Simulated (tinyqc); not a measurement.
X-ray reflectivity of a thin film on silicon: critical angles, Parratt recursion, fringes and roughness: one step, computed by the program tinyqc. Command: `OMP_NUM_THREADS=1 python tinyqc.py 3120764 3120765 out.jsonl xrr walk`. One thread of a shared host (Intel(R) Xeon(R) Processor @ 2.30GHz), about 0.01 s of CPU time with the checks.

n = 1 - delta + i beta; the classical electron radius is r_e = 2.8179403e-6 nm. Layer 0 is vacuum, 1 the film, 2 the substrate.

Question. Reflectivity at one angle. k_j = (2 pi/lambda) sqrt(sin^2 theta - 2 delta_j + 2 i beta_j); r_ij = (k_i - k_j)/(k_i + k_j) x exp(-2 k_i k_j sigma^2) (Nevot-Croce); r = (r_01 + r_12 p)/(1 + r_01 r_12 p), p = exp(2 i k_1 d); R = |r|^2.

Inputs (values chosen for the exercise, modelled on Al2O3 on silicon, copper K-alpha radiation):

| quantity | value | unit |
|---|---|---|
| wavelength lambda | 0.15406 | nm |
| film thickness d | 41.8 | nm |
| roughness of the surface sigma_1 | 0.87 | nm |
| roughness of the interface sigma_2 | 0.27 | nm |
| grazing angle theta | 2.2 | degrees |

Constants:

| layer | rho_e (1/nm^3) | delta | beta | critical angle (degrees) | q_c (1/nm) |
|---|---|---|---|---|---|
| film | 878.7990 | 9.354514e-06 | 1.122542e-07 | 0.2478268 | 0.3528138 |
| substrate | 711.4015 | 7.572626e-06 | 1.741704e-07 | 0.2229774 | 0.3174375 |

Give: k_0, k_1, k_2; 1000 r_01; 1000 r_12; p; reflectivity R; q = 4 pi sin(theta)/lambda.

Answer.

k_0, k_1, k_2 (1/nm): 1.566  1.556  1.558

1000 r_01 = 0.08002-0.00099i

1000 r_12 = -0.4296-0.0148i

p = -0.3158-0.9383i

reflectivity R = 2.062e-07

q = 4 pi sin(theta)/lambda = 3.131 1/nm
